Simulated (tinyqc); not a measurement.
Worked calculation: two-step dopant diffusion (predeposition and drive-in) with a constant diffusivity. Computed by tinyqc, a small Python program that keeps every step. Command: `OMP_NUM_THREADS=1 python tinyqc.py 3021680 3021681 out.jsonl dopdiff walk`. One thread of a shared host (Intel(R) Xeon(R) Processor @ 2.30GHz), about 0.05 s of CPU time with the checks. Intermediate numbers are printed to about 7 digits and carried at full precision; extremes and crossings named in words are read from the listed rows.

Fick diffusion into a half space x > 0 whose background doping C_B is of the opposite type, so that a junction lies where C = C_B.

Inputs (values chosen for the exercise, modelled on gallium in silicon):
```
quantity                         value        unit
prefactor D0                     0.375      cm^2/s
activation energy E               3.36          eV
surface concentration C_s      4.8e+18      1/cm^3
background doping C_B          3.7e+14      1/cm^3
predeposition temperature T1       975           C
predeposition time t1               45         min
drive-in temperature T2           1100           C
drive-in time t2                   120         min
mean mobility in the layer mu      250  cm^2/(V s)
ramp rate                           20       C/min
stand-by temperature               800           C
```

Furnace ramps of the drive-in: linear ramps.

Constants: k_B = 8.617333262e-05 eV/K; e = 1.602176634e-19 C.

## Diffusivities

D = D0 exp(-E/(k_B T)). Temperatures in kelvin are T(C) + 273.15. Times in seconds are 60 times the minutes.

D1 = 1.016315e-14 cm^2/s

D2 = 1.746039e-13 cm^2/s

product D1 t1 = 2.744051e-11 cm^2

## Thermal budget with ramps

One ramp between the stand-by temperature and T2 adds int D dT / rate (40-point Gauss-Legendre); the usual estimate counts it as an extra time k_B T2^2/(E rate) at T2. (Dt)2 = D2 t2 + two ramps, times in seconds.

budget of one ramp = 2.370701e-11 cm^2

estimated extra time of one ramp = 2.417907 min

drive-in budget (Dt)2 = 1.304562e-09 cm^2

The integral equals 2.26 min at T2, against the estimate 2.42 min; both ramps make 3.6 % of the budget.

## Predeposition

C = C_s erfc(x/(2 sqrt(D1 t1))); dose Q = 2 C_s sqrt(D1 t1/pi); the junction solves erfc(z) = C_B/C_s with x_j = 2 z sqrt(D1 t1).

dose Q = 2.837216e+13 1/cm^2

z = 2.795399

junction depth after predeposition = 0.2928667 um

## Drive-in as a Gaussian

With a sealed surface and a thin source, C = Q/sqrt(pi (Dt)2) exp(-x^2/(4 (Dt)2)); x_j = 2 sqrt((Dt)2 ln(C(0)/C_B)); gradient at the junction |dC/dx| = C_B x_j/(2 (Dt)2).

surface concentration C(0) (Gaussian) = 4.431850e+17 1/cm^3

junction depth x_j = 1.923231 um

gradient at the junction = 2.727335e+19 1/cm^4

The drive-in moves the junction from 0.293 to 1.92 um and lowers the surface value by a factor 10.8.

## Sheet resistance

Net dose Q_net = Q erf(x_j/(2 sqrt((Dt)2))) - C_B x_j; R_s = 1/(e mu Q_net), with every dopant ionised and one mobility.

net dose = 2.829627e+13 1/cm^2

sheet resistance R_s (Gaussian) = 882.3082 ohm/square

## Exact junction depth

Exact two-step profile: C = (2 C_s/pi) int_0^alpha exp(-beta (1 + u^2))/(1 + u^2) du with alpha = sqrt(D1 t1/(Dt)2), beta = x^2/(4 (D1 t1 + (Dt)2)). The integral takes 48 Gauss-Legendre points; solve C(x) = C_B.

exact junction depth = 1.935795 um

## Gaussian against the exact two-step profile

Gaussian: C = Q/sqrt(pi (Dt)2) exp(-x^2/(4 (Dt)2)). Depths are fractions of the Gaussian x_j.

Profiles:
```
x/x_j    x (um)  Gaussian (1/cm^3)  exact (1/cm^3)     ratio
0.0    0.000000       4.431850e+17    4.401163e+17  1.006973
0.2    0.384646       3.337719e+17    3.327581e+17  1.003047
0.4    0.769293       1.425751e+17    1.438202e+17  0.991343
0.6    1.153939       3.454356e+16    3.553570e+16  0.972080
0.8    1.538585       4.747005e+15    5.019983e+15  0.945622
1.0    1.923231       3.700000e+14    4.054953e+14  0.912464
1.2    2.307878       1.635735e+13    1.873197e+13  0.873232
```

With D1 t1/(Dt)2 = 0.021, the Gaussian is 0.70 % high at the surface and 8.8 % low at its own junction; the exact junction lies at 1.936 um, 0.65 % deeper. The dose is the same, but the real source already has a width, which is negligible here.

Checks made by the program: exact profile against the direct convolution of the erfc with the Gaussian kernel (relative difference below 1e-10).
